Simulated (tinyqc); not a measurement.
# Six-transistor SRAM cell, nodal equations and margins: what changes with what

Two cross-coupled inverters (pull-down bn, pull-up bp) hold the nodes Q and QB; access transistors (ba, threshold VTn, gate on the word line at Vdd when selected) join them to the bit lines. Transistor (EKV form, voltages against the body): I = 2 n b Vt^2 [F(vp - Vs) - F(vp - Vd)] from drain to source, F(v) = ln^2(1 + exp(v/(2 Vt))), vp = (Vg - VT + sg |Vd - Vs|)/n. n-channel bodies are at 0; for the p-channel device all voltages are counted down from Vdd. b in uA/V^2 gives I in uA. For an access transistor the bit line is the drain and the node the source. In a read both bit lines are at Vdd. The cell is symmetric (no mismatch).

Parameters, values chosen for the exercise:
- T = 300 K (temperature)
- Vdd = 0.9 V (supply voltage)
- n = 1.15 (slope factor)
- sg = 0.117 (drain-induced barrier lowering)
- VTn = 0.33 V (n-channel threshold)
- VTp = 0.39 V (p-channel threshold (magnitude))
- bn = 250 uA/V^2 (gain factor of the pull-down transistor)
- ba = 100 uA/V^2 (gain factor of the access transistor)
- bp = 69 uA/V^2 (gain factor of the pull-up transistor)

Constants: q = 1.602176634e-19 C, kB = 1.380649e-23 J/K, Vt = kB T/q. Results are converted to the units shown.

Each table varies one quantity; the others keep the values above.

## Effect of the supply voltage

f(x) is the node voltage of one half-cell for input x: In = Ip in hold, In = Ip + Ia in a read. Static noise margin: side of the largest square between the curve (x, f(x)) and its mirror image (f(y), y); with h(c) the root x of f(x) - x = c, it is the maximum over c > 0 of h(c) - h(-c) + c. Q is the low node in a read and Iread the current of its access transistor. The write trip is the voltage to which the bit line of the high node must fall (the other staying at Vdd) for that state to vanish; higher is easier, and a negative value means that a grounded bit line does not write.

Effect of the supply voltage:
```
Vdd (V)  hold margin (mV)  read margin (mV)  Q in a read (mV)  Iread (uA)  write trip (mV)
0.4                 129.2             55.08             28.13      0.3898            129.8
0.5                 171.6             80.79             39.44       1.431            150.2
0.6                 211.6             105.9             53.48       3.242            176.3
0.7                 247.8             127.3             68.66       5.794            206.1
0.85                292.5             150.0             92.07       10.99            253.9
1                   327.7             164.2             115.7       17.83            303.9
```

As Vdd goes from 0.4 to 1 V, the read margin rises from 55.1 to 164 mV, the write trip rises from 130 to 304 mV and Iread rises from 0.390 to 17.8 uA. The read margin is 0.43 of the hold margin in the first row and 0.50 in the last. For Vdd = 0.4 to 0.5 V the read margin is under 100 mV, which threshold mismatch, left out here, can use up in a large array.

## Effect of the gain factor of the pull-up transistor

Same model as above.

Effect of the gain factor of the pull-up transistor:
```
bp (uA/V^2)  hold margin (mV)  read margin (mV)  Q in a read (mV)  Iread (uA)  write trip (mV)
42                      294.9             141.1             99.94       13.09            323.5
60                      302.3             151.4             99.93       13.09            286.6
85                      309.0             161.6             99.92       13.09            243.9
120                     314.9             171.8             99.92       13.09            194.0
170                     319.9             182.1             99.91       13.09            134.0
250                     324.2             193.4             99.91       13.09            54.35
```

As bp goes from 42 to 250 uA/V^2, the read margin rises from 141 to 193 mV, the write trip falls from 323 to 54.4 mV and Iread stays near 13.1 uA. The read margin is 0.48 of the hold margin in the first row and 0.60 in the last. Read stability and write ability pull in opposite directions.

Computed by the program tinyqc: `OMP_NUM_THREADS=1 python tinyqc.py 2340019 2340020 out.jsonl`, one thread of a shared Intel Xeon 2.30GHz, about 0.1 s for the whole run.
